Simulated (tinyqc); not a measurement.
Strain and the order of the valence edges: six-band k.p model of the valence band of a wurtzite crystal.

At k = 0: E1 = D1c + D2c + Te + Le (pure HH); E2, E3 = Le + u +/- sqrt(u^2 + 2 D3c^2), u = (D1c - D2c + Te)/2, D1c = Dcr, D2c = D3c = Dso/3. The weight of LH in state 2 is fL = (E2 - Le)^2/((E2 - Le)^2 + 2 D3c^2). Relative strengths of transitions to the conduction band: for E perpendicular to c (TE) 1/2, fL/2, (1 - fL)/2; for E along c (TM) 0, 1 - fL, fL, with one momentum element for both directions.

Strain of a c-plane layer: exx = eyy = e_par, ezz = -2 (C13/C33) e_par; Le = D1 ezz + D2 (exx + eyy), Te = D3 ezz + D4 (exx + eyy).

Conduction edge: Ec = (top of the unstrained valence band) + Eg + (a1 + D1) ezz + (a2 + D2)(exx + eyy).
Constants: kB = 8.617333262e-05 eV/K.

Inputs chosen for the exercise (near those of GaN; the results hold for these values, not for the real material): Dcr = 0.0132 eV (crystal-field splitting); Dso = 0.0165 eV (spin-orbit splitting); Eg = 3.517 eV (direct gap at Gamma from the top of the unstrained valence band); a1 = -4.7 eV (gap potential along c); a2 = -11.01 eV (gap potential in the plane); D1 = -3.62 eV; D2 = 4.44 eV; D3 = 7.88 eV; D4 = -4.03 eV; C13 = 103 GPa; C33 = 402 GPa; T = 400 K (temperature).

Edges from the unstrained top. Degree of polarisation (TE - TM)/(TE + TM), each state weighted by exp(E/kT) alone (equal densities of states).

Results:
```
e_par (%)  E1 (meV)  E2 (meV)  E3 (meV)     fL  lowest transition (eV)  polarisation
-2.00          27.3      16.5    -233.6  0.999                  3.6673         0.997
-1.50          20.4       9.8    -180.0  0.998                  3.6297         0.990
-1.00          13.6       3.1    -126.5  0.996                  3.5921         0.955
0.00            0.0      -6.2     -23.5  0.722                  3.5170         0.187
0.50           -6.8      36.1     -18.9  0.020                  3.4365        -0.590
1.00          -13.6      89.2     -25.2  0.005                  3.3391        -0.912
1.50          -20.4     142.7     -31.8  0.002                  3.2412        -0.983
2.00          -27.3     196.3     -38.5  0.001                  3.1432        -0.996
```

Give the missing row, e_par (%) = -0.50.

Computed row:
```
e_par (%)  E1 (meV)  E2 (meV)  E3 (meV)     fL  lowest transition (eV)  polarisation
-0.50           6.8      -3.3     -73.3  0.987                  3.5546         0.782
```

E1 = E2 requires Dcr + Te = 0, which here falls at e_par = 0.11 %, inside the sweep: state 1 is on top for smaller e_par and state 2 beyond. The polarisation goes from +1.00 to -1.00 and changes sign between 0.00 and 0.50 %; the lowest transition moves by -131 meV per 1 % on average.

tinyqc: `OMP_NUM_THREADS=1 python tinyqc.py 1050659 1050660 out.jsonl`; about 0.01 s, one thread, shared Intel(R) Xeon(R) Processor @ 2.30GHz.
